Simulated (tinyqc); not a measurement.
Adsorption as a lattice gas: isotherms with interactions, competition, desorption peaks and saturation dose. Changing the pair energy w (positive repels). Computed by tinyqc, a small Python program. Command: `OMP_NUM_THREADS=1 python tinyqc.py 3001510 3001511 out.jsonl adsorb sweep`. One thread of a shared host (Intel(R) Xeon(R) Processor @ 2.30GHz), about 0.01 s of CPU time with the checks.

One adsorbate per site; a molecule needs 1 empty site. Gas and surface have the same temperature.

Inputs (values chosen for the exercise, for a model surface):
```
quantity,value,unit
desorption energy E,1.76,eV
prefactor nu,4.2e+12,1/s
neighbours z,4,-
site density N_s,8.6,1/nm^2
molecular mass M,225,u
sticking coefficient s0,0.022,-
temperature T,624,K
pressure p,0.00098,Pa
"blocking by a second gas, K_B p_B",8.8,-
```

Adsorption: molecular (first order).

Constants: u = 1.6605390666e-27 kg; k_B = 1.380649e-23 J/K; k_B = 8.617333262e-05 eV/K.

Method. Flux F = p/sqrt(2 pi M k_B T); k_d = nu exp(-E/(k_B T)); s0 F (1 - theta) = N_s k_d theta, so y = s0 F/(N_s k_d), theta = y/(1 + y). With a second gas on the same sites theta = y/(1 + y + K_B p_B). With u = w/(k_B T). Mean field: theta/(1 - theta) = y exp(-z u theta). Quasi-chemical: theta/(1 - theta) = y [(r - 1 + 2 theta)(1 - theta)/((r + 1 - 2 theta) theta)]^(-z/2) exp(-z u/2), r = sqrt(1 - 4 theta (1 - theta)(1 - exp(-u))).

One run for each value:
```
pair energy w (positive repels) (eV),"coverage, mean field","coverage, quasi-chemical",u
-0.0480,0.95404,0.94941,-0.8927
-0.0250,0.72665,0.71492,-0.4649
-0.0027,0.42860,0.42864,-0.0502
0.0200,0.30438,0.30816,0.3719
0.0430,0.24131,0.25552,0.7997
0.0660,0.20276,0.22894,1.2274
0.0890,0.17636,0.21410,1.6551
0.1100,0.15842,0.20592,2.0457
0.1300,0.14492,0.20089,2.4176
```

Over the rows, coverage, mean field falls from 0.954 to 0.145; coverage, quasi-chemical falls from 0.949 to 0.201; u rises from -0.893 to 2.42.

Caution (rows 0.0660, 0.0890, 0.110, 0.130): for z u near 4 or above (near 8 on the triangular lattice, z = 6) mean field itself predicts sublattice order near half coverage (the exact threshold is higher); both uniform formulas leave ordering out.
